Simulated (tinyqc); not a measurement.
# X-ray reflectivity of a thin film on silicon: critical angles, Parratt recursion, fringes and roughness, step by step

A worked calculation. Computed by tinyqc, a small Python program that keeps every step. Command: `OMP_NUM_THREADS=1 python tinyqc.py 3120205 3120206 out.jsonl xrr walk`. One thread of a shared host (Intel(R) Xeon(R) Processor @ 2.30GHz), about 0.01 s of CPU time with the checks. Intermediate numbers are printed to about 7 digits and carried at full precision; extremes and crossings named in words are read from the listed rows.

n = 1 - delta + i beta; the classical electron radius is r_e = 2.8179403e-6 nm. Layer 0 is vacuum, 1 the film, 2 the substrate.

Inputs (values chosen for the exercise, modelled on TiN on silicon, copper K-alpha radiation):
```
quantity                                        value     unit
wavelength lambda                             0.15406       nm
film density rho                                  5.4   g/cm^3
effective electrons per unit mass, film         0.469    mol/g
beta/delta, film                                0.073        -
film thickness d                                 4.96       nm
roughness of the surface sigma_1                 0.15       nm
roughness of the interface sigma_2               0.31       nm
substrate density                                2.33   g/cm^3
effective electrons per unit mass, substrate    0.507    mol/g
beta/delta, substrate                           0.023        -
grazing angle theta                              2.29  degrees
```

Constants: N_A = 6.02214076e+23 1/mol.

## Optical constants

delta = r_e lambda^2 rho_e/(2 pi), rho_e = density x electrons per mass x N_A; critical angle sqrt(2 delta), q_c = 4 sqrt(pi r_e rho_e).

Constants:
```
layer      rho_e (1/nm^3)         delta          beta  critical angle (degrees)  q_c (1/nm)
film             1525.167  1.623488e-05  1.185147e-06                 0.3264843   0.4647930
substrate         711.402  7.572626e-06  1.741704e-07                 0.2229774   0.3174375
```

The film is denser in electrons than the substrate; X-rays tunnel through a film of a few nanometres, so the edge of total reflection moves to the value of the film only as it thickens.

## Critical angle of the film

The formulas are those given above.

critical angle of the film = 0.3264843 degrees

## Reflectivity at one angle

k_j = (2 pi/lambda) sqrt(sin^2 theta - 2 delta_j + 2 i beta_j); r_ij = (k_i - k_j)/(k_i + k_j) x exp(-2 k_i k_j sigma^2) (Nevot-Croce); r = (r_01 + r_12 p)/(1 + r_01 r_12 p), p = exp(2 i k_1 d); R = |r|^2.

k_0, k_1, k_2 (1/nm): 1.629623  1.612968+0.001222i  1.621875+0.000179i

1000 r_01 = 4.563288-0.336990i

1000 r_12 = -1.665345+0.196562i

p = -0.9459368-0.2850397i

reflectivity R = 3.837515e-05

q = 4 pi sin(theta)/lambda = 3.259246 1/nm

## Fringe period, contrast and decay

Far above the critical angle the period is d theta = lambda/(2 d), or 2 pi/d in q; the envelope runs between (|r_01| - |r_12 p|)^2 and (|r_01| + |r_12 p|)^2; contrast = 2 a b/(a^2 + b^2) with a = |r_01|, b = |r_12 p|; roughness factors on the amplitudes are about exp(-q^2 sigma^2/2).

period in theta = 0.8898173 degrees

period in q = 1.266771 1/nm

contrast = 0.6402024

roughness factor, surface = 0.8873594

roughness factor, interface = 0.6002434

## Thickness from the minima

Minima of R theta^4 are located on 6001 points over 7.5 periods, from 1.15 times the larger critical angle. With refraction, sin^2(theta_m) = 2 delta + m^2 (lambda/(2 d))^2, m integer or half-integer; the first six minima are used, and the first order is the one that minimises the largest residual of the least-squares line plus the distance of its intercept from 2 delta. Without refraction, d = lambda/(2 x mean step of sin theta).

Minima:
```
order m  theta (degrees)  sin^2 theta
1               0.953838  0.000277118
2               1.814736  0.001002851
3               2.694543  0.002210064
4               3.584361  0.003908512
5               4.486413  0.006118788
6               5.425170  0.008938881
```

d with refraction = 4.902688 nm

d without refraction = 4.944235 nm

Against d = 4.96 nm the errors are -1.16 % with and -0.32 % without refraction. The orders are integers, as r_01 and r_12 have opposite signs for a film denser than the substrate.

## Which roughness does what

R is averaged over one period above each angle (64 points); contrast = (max - min)/(max + min) of R theta^4 over that period. Cases: smooth; only sigma_1; only sigma_2; both.

Mean R and contrast:
```
theta (degrees)      R smooth   contrast    R, sigma_1  contrast, sigma_1    R, sigma_2  contrast, sigma_2       R, both  contrast, both
0.8              4.406138e-04  0.8204364  4.189198e-04          0.8253952  4.266843e-04          0.7679905  4.049569e-04       0.7721479
1.2              2.208432e-04  0.8323981  2.068926e-04          0.8698881  2.028234e-04          0.7030802  1.889072e-04       0.7479782
1.8              3.861104e-05  0.8271121  3.263031e-05          0.8967317  3.393309e-05          0.6469497  2.793565e-05       0.6694675
2.5              1.135661e-05  0.8288539  8.320071e-06          0.8928016  9.804459e-06          0.4568444  6.723704e-06       0.4968436
3.5              3.670188e-06  0.8297497  2.182700e-06          0.9403668  3.031771e-06          0.2667181  1.519935e-06       0.3125143
```

At 2.5 degrees sigma_1 alone multiplies the mean R by 0.73 and sigma_2 alone by 0.86; the contrast goes from 0.83 (smooth) to 0.89 and 0.46.

Checks made by the program: smooth bare substrate far above q_c against (q_c/2q)^4 (relative difference 1e-03).
